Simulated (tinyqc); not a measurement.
# Heated strip on a layer stack, thermal resistances with spreading: effects of single changes

A long strip of width ws dissipates Pw per length on three layers over a heat sink. Heat is taken to spread at 45 degrees, so the width of the flow grows by twice the depth: w1 = ws + 2 t1, w2 = w1 + 2 t2, w3 = w2 + 2 t3 at the bottoms of the layers. This is a rule of thumb, not a solution of the heat equation.

Parameters, values chosen for the exercise; conductivities close to those of gallium nitride (layer 1), silicon carbide (layer 2) and solder (layer 3):

| symbol | value | unit | meaning |
|---|---|---|---|
| T0 | 293 | K | heat-sink temperature |
| ws | 12 | um | width of the heated strip |
| Pw | 0.47 | W/mm | power per length of the strip |
| t1 | 1.5 | um | thickness of layer 1 |
| k1 | 166 | W/(m K) | conductivity of layer 1 |
| Rb | 26 | m^2 K/GW | boundary resistance between layers 1 and 2 |
| t2 | 100 | um | thickness of layer 2 |
| k2 | 437 | W/(m K) | conductivity of layer 2 at 300 K |
| p | 1.3 |  | exponent in k2(T) = k2 (300 K/T)^p |
| t3 | 30 | um | thickness of layer 3 |
| k3 | 51.1 | W/(m K) | conductivity of layer 3 |

Each table varies one quantity; the others keep the values above.

## Effect of the thickness of layer 1

Resistances times length: layer i, ln(w_i/w_(i-1))/(2 k_i) with w0 = ws; boundary, Rb/w1. From the sink upward: Ta = T0 + Pw R3; across layer 2 the Kirchhoff transform gives Tb^(1-p) = Ta^(1-p) + (1 - p)(300 K)^(-p) Pw R2; Tc = Tb + Pw Rboundary; Tj = Tc + Pw R1. The share is that of R1 + Rboundary in the sum of the four resistances.

Result of one run:
```
t1 (um)	sum of resistances (K mm/W)	share of layer 1 and boundary (%)	Tj - T0 (K)	(Tj - T0)/Pw (K mm/W)
0.48	7.8695	28.439	3.6654	7.7986
```

What becomes of these results when the thickness of layer 1 t1 is changed from 0.48 to 9 um, all else the same?

Result of the changed run:
```
t1 (um)	sum of resistances (K mm/W)	share of layer 1 and boundary (%)	Tj - T0 (K)	(Tj - T0)/Pw (K mm/W)
9	8.2252	44.091	3.8403	8.1708
```

The whole series:
```
t1 (um)	sum of resistances (K mm/W)	share of layer 1 and boundary (%)	Tj - T0 (K)	(Tj - T0)/Pw (K mm/W)
0.15	7.8827	27.759	3.6711	7.8108
0.27	7.8772	28.004	3.6686	7.8056
0.48	7.8695	28.439	3.6654	7.7986
0.87	7.8612	29.259	3.6619	7.7914
1.6	7.8613	30.816	3.6629	7.7935
2.8	7.8910	33.340	3.6782	7.8261
5	7.9932	37.626	3.7284	7.9327
9	8.2252	44.091	3.8403	8.1708
```

As t1 goes from 0.15 to 9 um, Tj - T0 goes from 3.67 through a minimum of 3.66 (at t1 = 0.87 um among the rows listed) to 3.84 K, on average as t1^(0.01), and the share of layer 1 and the boundary rises from 27.8 to 44.1 %. A thicker first layer spreads the heat before it meets the boundary, but adds its own resistance, hence the minimum. At t1 = 0.15 um a length is under 0.2 um, where phonon mean free paths in a crystal make Fourier conduction rough.

## Effect of the power per length of the strip

Same model as above.

The same in every row: sum of resistances (K mm/W) = 7.860; share of layer 1 and boundary (%) = 30.60.

Effect of the power per length of the strip:
```
Pw (W/mm)	Tj - T0 (K)	(Tj - T0)/Pw (K mm/W)
0.078	0.6062	7.772
0.12	0.9329	7.774
0.17	1.322	7.777
0.25	1.945	7.781
0.37	2.881	7.787
0.54	4.210	7.796
0.8	6.247	7.809
1.2	9.396	7.830
```

As Pw goes from 0.078 to 1.2 W/mm, Tj - T0 rises from 0.606 to 9.40 K, on average as Pw^(1.00), and the share of layer 1 and the boundary stays at 30.6 %.

## Effect of the thickness of layer 2

Same model as above.

Effect of the thickness of layer 2:
```
t2 (um)	sum of resistances (K mm/W)	share of layer 1 and boundary (%)	Tj - T0 (K)	(Tj - T0)/Pw (K mm/W)
20	11.109	21.653	5.2115	11.088
35	9.6160	25.015	4.5030	9.5809
62	8.4639	28.420	3.9534	8.4115
110	7.7786	30.924	3.6225	7.7074
190	7.5315	31.939	3.4981	7.4427
340	7.6045	31.632	3.5241	7.4981
600	7.9051	30.429	3.6579	7.7828
```

As t2 goes from 20 to 600 um, Tj - T0 goes from 5.21 through a minimum of 3.50 (at t2 = 190 um among the rows listed) to 3.66 K, on average as t2^(-0.10), and the share of layer 1 and the boundary goes from 21.7 through a maximum of 31.9 (at t2 = 190 um among the rows listed) to 30.4 %. The dependence on t2 is logarithmic, since most of the resistance lies close to the narrow source.

Numbers from tinyqc (`OMP_NUM_THREADS=1 python tinyqc.py 2520145 2520146 out.jsonl`; about 0.01 s on one thread of a shared Intel Xeon 2.30GHz).
